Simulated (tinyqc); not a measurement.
Inside a calculation: Landau levels of massive Dirac electrons in two valleys. Values are carried at full precision from step to step, so a last printed digit may differ when a step is redone from the rounded ones.

In a field B along z: l = 1/sqrt((e/hbar) B) is the magnetic length, n_B = B/(h/e) the number of states per area in one level, hbar wc = 2 muB B/m for mass m in m0; 1/angstrom^2 = 1e16/cm^2.

Constants: e/hbar = 1.519267448e-05 1/(T angstrom^2); h/e = 413566.7697 T angstrom^2; muB = 5.788381798e-05 eV/T; e^2/h = 3.874045865e-05 S.

Parameters, chosen for this exercise (a gapped graphene sheet; shifted at random, so the results belong to these values and not to a real crystal):
```
symbol  value  unit         meaning
B       9      T            magnetic field
n       9.8    x 1e11/cm^2  electron sheet density
hv      6.5    eV angstrom  hbar v
D       0.12   eV           gap
```

## Scales set by the field

Give l, n_B and the filling factor nu = n/n_B.

l = 85.52 angstrom
n_B = 2.1762 x 1e11/cm^2
nu = 4.503

## The lowest levels

H = hv (tau kx sx + ky sy) + (D/2) sz. Conduction levels E_N = sqrt(D^2/4 + 2N hv^2/l^2) - D/2 from the band edge; N = 1, 2, ... occur in both valleys, N = 0 in one valley only (its partner in the other valley lies at the valence edge). Each state is twofold in spin; spin splittings are left out.

List the eight lowest, in meV, with the gap to the next.

Levels:
```
label  E (meV)  gap above (meV)
0        0.000           63.102
1       63.102           40.324
2      103.426           32.181
3      135.607           27.588
4      163.195           24.535
5      187.730           22.315
6      210.045           20.607
7      230.651           19.239
```

The largest of these gaps, 63.10 meV, first occurs above level 0 and is kB T at 732 K.

## Where EF lies

Level 0 takes 2 n_B electrons and each higher level 4 n_B. At zero temperature and without broadening EF sits in the partly filled level.

Fill the listed levels in order up to nu; give the partly filled level, its energy and its filled share.

level: 1

EF = 63.102 meV
filled share = 0.626

## Fields of the Hall plateaus

A plateau is centred where nu = n/n_B equals 2, 6, 10, 14, 18, 22; there rho_xy = h/(nu e^2).

Plateaus:
```
nu   B (T)  1/B (1/T)  rho_xy (kohm)
2   20.265     0.0493        12.9064
6    6.755     0.1480         4.3021
10   4.053     0.2467         2.5813
14   2.895     0.3454         1.8438
18   2.252     0.4441         1.4340
22   1.842     0.5428         1.1733
```

## Checks

- Level 2 from the matrix in 40 oscillator states against the formula, meV: both 103.426.

Program tinyqc; command `OMP_NUM_THREADS=1 python tinyqc.py 1251096 1251097 out.jsonl`; about 0.01 s on one thread of a shared Intel(R) Xeon(R) Processor @ 2.30GHz.
